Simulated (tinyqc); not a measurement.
Worked calculation: polytypes by hexagonality, and a cubic inclusion as a quantum well. Values are carried at full precision from step to step, so a last printed digit may differ when a step is redone from the rounded ones.

A layer is h if its two neighbours in the periodic sequence sit on the same site, k otherwise; the hexagonality h is the share of h layers.

Constants: hbar^2/2m0 = 3.80998211 eV angstrom^2.

Inputs chosen for the exercise (of the order of those of SiC; shifted at random, so the results belong to these values and not to a real crystal):
```
symbol  value           unit      meaning
E3      2.37            eV        gap of the cubic polytype
E2      3.361           eV        gap of 2H
Ev2     0.11            eV        valence top of 2H above that of 3C
P2      -0.0476         C/m^2     spontaneous polarisation of 2H
Es      3.242           eV        gap at the hexagonality hs
hs      0.5                       hexagonality up to which the first line holds
m       (0.291, 0.314)  m0        electron mass along c in the cubic layer and in the host
d       2.522           angstrom  thickness of a double layer
eps     10                        dielectric constant
N       3                         double layers in the cubic inclusion
```

## Hexagonality

Stacking sequences:
```
polytype               sequence
10H                  ABCABCBACB
4H                         ABCB
21R       ABCACBACABCBACBCABACB
6H                       ABCACB
15R             ABCACBCABACABCB
```

Give the h/k string and h of each.

Hexagonality:
```
polytype             h/k string       h
10H                  hkkkkhkkkk  0.2000
4H                         hkhk  0.5000
21R       hkkhkkkhkkhkkkhkkhkkk  0.2857
6H                       hkkhkk  0.3333
15R             hkkhkhkkhkhkkhk  0.4000
```

## Gaps and band edges

Gap: E3 + (Es - E3) h/hs for h up to hs, then linear from Es to E2 at h = 1. Valence top Ev2 h and polarisation P2 h, both counted from 3C; Ec = Ev + gap.

Evaluate for each polytype.

Results:
```
polytype  gap (eV)  Ev (eV)  Ec (eV)  P (C/m^2)
10H         2.7188   0.0220   2.7408   -0.00952
4H          3.2420   0.0550   3.2970   -0.02380
21R         2.8683   0.0314   2.8997   -0.01360
6H          2.9513   0.0367   2.9880   -0.01587
15R         3.0676   0.0440   3.1116   -0.01904
```

The widest gap is that of 4H, the narrowest that of 10H. Ev and Ec both rise with h, so 3C collects electrons and the more hexagonal side holes: a staggered line-up.

## The bound level without the field

A cubic inclusion of width L = N d in the host (h = 0.3333) is a well of depth V = Ec(host) - Ec(3C). Square well with mass mismatch: k tan(k L/2) = (m_w/m_b) q, k = sqrt(m_w E/c), q = sqrt(m_b (V - E)/c), c = hbar^2/2m0, lowest root. The depth of the level, V - E, is its binding, and the transition to the valence top of the host is gap(host) - (V - E). The step in polarisation gives a field |F| = |P|/(eps eps0) in a thin inclusion, eps0 = 8.8541878e-12 F/m.

Give V, L, the level E, its depth below the host conduction edge and the transition to the valence top of the host, gap(host) - (V - E).

V = 0.6180 eV
L = 7.566 angstrom
E above the bottom = 0.3826 eV
depth below the host edge = 0.2354 eV
transition = 2.7160 eV

The level keeps 38 % of the well depth. The transition lies above the gap of 3C itself (2.37 eV). At a few layers the effective-mass picture is only a guide.

## The polarisation field

Give |F|, the drop |F| L, the bound charge |P|/e per cm^2 (e = 1.602176634e-19 C), and, as a first estimate, the shift -|F| L/2 of the transition for an electron centred in the layer and a hole in the host on the high side.

|F| = 1.792 MV/cm
drop = 135.6 meV
bound charge = 9.90e+12 cm^-2
estimated shift = -67.8 meV

The drop is 22 % of the well depth. The host edge on the low side sinks by 68 meV against the centre, less than the 235 meV by which the flat well binds.

## Checks

- Square-well root against finite differences on a grid of 0.5 angstrom (eV): 0.383 against 0.382.

Program tinyqc; command `OMP_NUM_THREADS=1 python tinyqc.py 1850648 1850649 out.jsonl`; about 0.04 s on one thread of a shared Intel(R) Xeon(R) Processor @ 2.30GHz.
